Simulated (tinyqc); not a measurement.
Worked calculation: Hueckel theory of the pi electrons, for the molecule BC1=CC=C1Cl (SMILES; centres numbered as the heavy atoms are written). One step of it, computed by the program tinyqc.

Task: Energy, charges, bond orders. E = sum n x; q_r = z_r - P_rr; bond order p = P_rs; free valence = sqrt(3) - sum of p over the bonds of the atom.

x values: 2.240515  1.851964  0.201448  -0.039203  -1.121604  -2.133121

occupations: 2.000000  2.000000  2.000000  0.000000  0.000000  0.000000

charge and bond-order matrix P, lower triangle:
```
            1B         2C         3C         4C        5C       6Cl
1B    0.311405
2C    0.611141   1.379380
3C    0.064186   0.425188   0.519617
4C   -0.377695  -0.344648   0.586218   1.334450
5C    0.072256   0.426024   0.470185   0.529381  0.498405
6Cl  -0.018713  -0.038908  -0.140006  -0.053030  0.245699  1.956742
```

Centres:

| centre | z_r, pi electrons of the neutral centre | h |
|---|---|---|
| 1B | 0 | -1.000000 |
| 2C | 1 | 0.000000 |
| 3C | 1 | 0.000000 |
| 4C | 1 | 0.000000 |
| 5C | 1 | 0.000000 |
| 6Cl | 2 | 2.000000 |

Bonds:

| i | j | k |
|---|---|---|
| 1 | 2 | 0.700000 |
| 2 | 3 | 1 |
| 3 | 4 | 1 |
| 4 | 5 | 1 |
| 5 | 6 | 0.400000 |
| 5 | 2 | 1 |

Give: pi energy = 6 alpha + this times beta; pi charges; Bond orders and lengths from R = 1.517 - 0.180 p; free valence of the carbons; gap between the highest filled and the next level.

Result:

pi energy = 6 alpha + this times beta = 8.588

pi charges: 1B -0.311, 2C -0.379, 3C 0.480, 4C -0.334, 5C 0.502, 6Cl 0.043

Bond orders and lengths from R = 1.517 - 0.180 p (angstrom, C-C alone):

| bond | p | R |
|---|---|---|
| 1-2 | 0.611 | - |
| 2-3 | 0.425 | 1.440 |
| 3-4 | 0.586 | 1.411 |
| 4-5 | 0.529 | 1.422 |
| 5-6 | 0.246 | - |
| 5-2 | 0.426 | 1.440 |

free valence of the carbons: 2C 0.270, 3C 0.721, 4C 0.616, 5C 0.531

gap between the highest filled and the next level = 0.241 |beta|
